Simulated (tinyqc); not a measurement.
Domain walls in a thin film with perpendicular anisotropy: Bloch, Neel and chiral walls, motion and stripe domains: one step, computed by the program tinyqc.

One-dimensional wall: polar angle theta(x), azimuth phi of the moment in the wall (phi = 0 Neel, 90 degrees Bloch). mu_0 = 1.25663706212e-6 T m/A, gamma = 1.76085963023e11 rad/(s T).

Problem. Bloch or Neel. sigma(phi) = sigma_0 + 2 Delta K_D cos^2(phi) - pi D cos(phi), with the wall shape anisotropy K_D = N_x mu_0 M_s^2/2, N_x = t ln 2/(pi Delta). The minimum has cos(phi) = D/D_N for D < D_N = 4 Delta K_D/pi and phi = 0 beyond; sigma turns negative at D_c = (sigma_0 + 2 Delta K_D)/pi.

Inputs (values chosen for the exercise, for a model film): saturation magnetisation M_s = 1190 kA/m; DMI constant D = 0.22 mJ/m^2; thickness t = 1.8 nm.

width parameter Delta = 5.326279 nm

sigma_0 = 15.77086 mJ/m^2

Give: K_D; D_N; azimuth phi; wall energy sigma; D_c.

Solution.

K_D = 66.343 kJ/m^3

D_N = 0.44992 mJ/m^2

azimuth phi = 60.726 degrees

wall energy sigma = 15.602 mJ/m^2

D_c = 5.2450 mJ/m^2

A mixed wall, between Bloch and Neel. D is 0.04 of D_c.
